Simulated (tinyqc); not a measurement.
Froehlich polaron in a polar crystal: one step, computed by the program tinyqc. Command: `OMP_NUM_THREADS=1 python tinyqc.py 3024920 3024921 out.jsonl frohlich walk`. One thread of a shared host (Intel(R) Xeon(R) Processor @ 2.30GHz), about 0.06 s of CPU time with the checks.

One electron in a parabolic band of mass m*, coupled to dispersionless LO phonons in the continuum model. Energies are in units of hbar omega unless marked, wave numbers in k_0 = sqrt(2 m* omega/hbar).

Question. Second-order perturbation theory. At T = 0 and k < k_0: E(k) = (k/k_0)^2 - alpha arcsin(k/k_0)/(k/k_0); so E(0) = -alpha, 1/m_p = (1 - alpha/6)/m*, and the mean number of phonons in the cloud at k = 0 is alpha/2. The Lee-Low-Pines variational state gives the same E(0) and m_p = m* (1 + alpha/6).

Inputs (values chosen for the exercise, modelled on magnesium oxide): LO phonon energy hbar omega = 88.5 meV; electron wave number k/k_0 = 0.26.

coupling constant alpha = 1.907782

Give: energy shift at k = 0; E(k); m*/m_p, second order; m_p/m*, Lee-Low-Pines; phonons in the cloud.

Answer.

energy shift at k = 0 = -168.8 meV

E(k) = -1.862 hbar omega

m*/m_p, second order = 0.6820

m_p/m*, Lee-Low-Pines = 1.318

phonons in the cloud = 0.9539
